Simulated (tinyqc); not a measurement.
Hopping conduction between localised states: one step, computed by the program tinyqc. Command: `OMP_NUM_THREADS=1 python tinyqc.py 3018403 3018404 out.jsonl hop walk`. One thread of a shared host (Intel(R) Xeon(R) Processor @ 2.30GHz), about 0.01 s of CPU time with the checks.

Energies are counted from the Fermi level. A small network shows the mechanism; the laws of an infinite system follow.

Question. Variable-range laws. Mott: T_M = 21.2/(k_B g_0 xi^3), exponent (T_M/T)^(1/4), mean hop r = (3/8) xi times the exponent. Efros-Shklovskii: T_ES = 2.8 e^2/(4 pi eps eps_0 k_B xi), exponent (T_ES/T)^(1/2). Coulomb gap width g_0^(1/2) (e^2/(4 pi eps eps_0))^(3/2). The numerical coefficients come from percolation theory and are given.

Inputs (values chosen for the exercise, for a model amorphous semiconductor): localisation length xi = 2.2 nm; density of states g_0 = 8.3e+19 1/(eV cm^3); permittivity eps = 9.5; temperature T = 25 K.

Dimension: 3D.

Constants: k_B = 8.617333262e-05 eV/K; e^2/(4 pi eps_0) = 14.39964548 eV angstrom.

Give: T_M; T_ES; Mott exponent; Efros-Shklovskii exponent; mean hop by the Mott formula; Coulomb gap.

Answer.

T_M = 2.7837e+05 K

T_ES = 2238.7 K

Mott exponent = 10.272

Efros-Shklovskii exponent = 9.4629

mean hop by the Mott formula = 8.4747 nm

Coulomb gap = 17.001 meV

The larger exponent, here Mott, is the one that limits; the two are equal at T = 18.0 K, below which the Coulomb gap rules.
